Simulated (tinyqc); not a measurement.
# MOS structure on a p-type body, non-linear Poisson equation by Newton steps: two studies

One dimension, insulator interface at x = 0, acceptor density Na, uniform, net doping C = -(acceptor density). psi is counted from the intrinsic level: n = ni exp((psi - Vb)/Vt), p = ni exp(-psi/Vt); deep in the body psi_b = -Vt ln(Na/ni). The gate acts through Cox = eps0 eox/tox and has the potential psi_G = Vg - (phiM - chi - Vt ln(Nc/ni)). Boltzmann statistics, full ionisation, classical densities, no oxide or interface charge. Acceptors in real wide-gap material are deep and only partly ionised in the neutral body.

Values chosen for this exercise; band and dielectric values close to those of 4H silicon carbide:
- T = 300 K (temperature)
- Eg = 3.25 eV (band gap)
- eps_r = 9.78 (relative permittivity)
- Nc = 1.68e19 cm^-3 (conduction-band density of states at T)
- Nv = 2.5e19 cm^-3 (valence-band density of states at T)
- chi = 3.62 eV (electron affinity)
- Na = 1.2e16 cm^-3 (acceptor density deep in the body)
- eox = 3.9 (relative permittivity of the gate insulator (close to silicon dioxide))
- tox = 7.9 nm (insulator thickness)
- phiM = 3.98 eV (gate work function)
- Vb = 0 V (electron quasi-Fermi potential against the body)

Constants: q = 1.602176634e-19 C, kB = 1.380649e-23 J/K, Vt = kB T/q, eps0 = 8.8541878128e-14 F/cm where lengths are in cm. Results are converted to the units shown.

Each table varies one quantity; the others keep the values above.

## Charge and capacitance against gate voltage

ni = sqrt(Nc Nv) exp(-Eg/(2 Vt)), Eg in volts. The Poisson equation d/dx(eps0 eps_r dpsi/dx) = -q (p - n + C), with eps0 eps_r dpsi/dx = -Cox (psi_G - psi_0) at x = 0, is solved on a mesh of about 600 nodes or more. N_inv is the integral of n less its value deep in the body. C_LF = Cox (1 - dpsi_0/dVg) with all carriers following; C_HF is the same with the electron quasi-Fermi level shifting uniformly so that N_inv stays fixed. The centroid is that of the same excess.

Results:
```
Vg (V),psi_0 - psi_b (V),N_inv (cm^-2),C_LF/Cox,C_HF/Cox,centroid (nm)
0.1,2.58,5.01e4,0.0397,0.0397,2.45
0.29,2.76,5.64e7,0.0391,0.0384,2.37
0.47,2.93,2.92e10,0.306,0.0373,2.27
0.65,3.00,3.28e11,0.794,0.0370,2.02
0.84,3.02,7.67e11,0.887,0.0370,1.76
1.02,3.04,1.21e12,0.920,0.0370,1.58
1.39,3.06,2.16e12,0.949,0.0370,1.31
1.57,3.07,2.62e12,0.957,0.0370,1.21
```

Estimate the missing row, Vg = 1.2 V.

Computed row:
```
Vg (V),psi_0 - psi_b (V),N_inv (cm^-2),C_LF/Cox,C_HF/Cox,centroid (nm)
1.2,3.05,1.67e12,0.938,0.0370,1.43
```

With this row back in the table: N_inv goes from 50100 to 2.62e12 cm^-2 and passes 2e11 cm^-2 at Vg = 0.588 V. Below threshold it takes 62.3 mV a decade between Vg = 0.1 and 0.29 V, against Vt ln 10 = 59.5 mV. C_LF/Cox is lowest, 0.0391, at Vg = 0.29 V among the rows listed and ends at 0.957, while C_HF/Cox ends at 0.0370. Between the last two rows q dN_inv/dVg is 0.953 Cox. Where the classical centroid is under about 2 nm, confinement would move the charge away from the interface and raise the threshold. Above about 2e12 cm^-2 degeneracy matters too.

## Effect of the electron quasi-Fermi potential against the body on threshold, swing and body effect

VT is the Vg at which N_inv = 2e11 cm^-2. m = 1/(dpsi_0/dVg) at N_inv = 1e8 cm^-2; the swing is the Vg between N_inv = 1e8 and 1e9 cm^-2; body coefficient [VT(Vb + 0.05 V) - VT(Vb)]/0.05 V - 1.

Result of one run:
```
Vb (V),VT (V),psi_0 - psi_b at VT (V),m - 1,swing (mV/decade),body coefficient
1.2,1.83,4.18,0.0346,62.0,0.0352
```

What becomes of these results when the electron quasi-Fermi potential against the body Vb is changed from 1.2 to 1.5 V, all else the same?

Result of the changed run:
```
Vb (V),VT (V),psi_0 - psi_b at VT (V),m - 1,swing (mV/decade),body coefficient
1.5,2.14,4.48,0.0334,62.0,0.0339
```

The whole series:
```
Vb (V),VT (V),psi_0 - psi_b at VT (V),m - 1,swing (mV/decade),body coefficient
0,0.588,2.98,0.0412,62.5,0.0423
0.3,0.900,3.28,0.0392,62.4,0.0401
0.6,1.21,3.58,0.0374,62.2,0.0382
0.9,1.52,3.88,0.0359,62.1,0.0366
1.2,1.83,4.18,0.0346,62.0,0.0352
1.5,2.14,4.48,0.0334,62.0,0.0339
1.8,2.45,4.79,0.0323,61.9,0.0327
```

As Vb goes from 0 to 1.8, VT rises from 0.588 to 2.45 V, the swing falls from 62.5 to 61.9 mV/decade and the body coefficient falls from 0.0423 to 0.0327. The swing stays within 0.88 % of m Vt ln 10, and the body coefficient within 0.0011 of m - 1.

Numbers from tinyqc (`OMP_NUM_THREADS=1 python tinyqc.py 2080112 2080113 out.jsonl`; about 0.6 s on one thread of a shared Intel Xeon 2.30GHz).
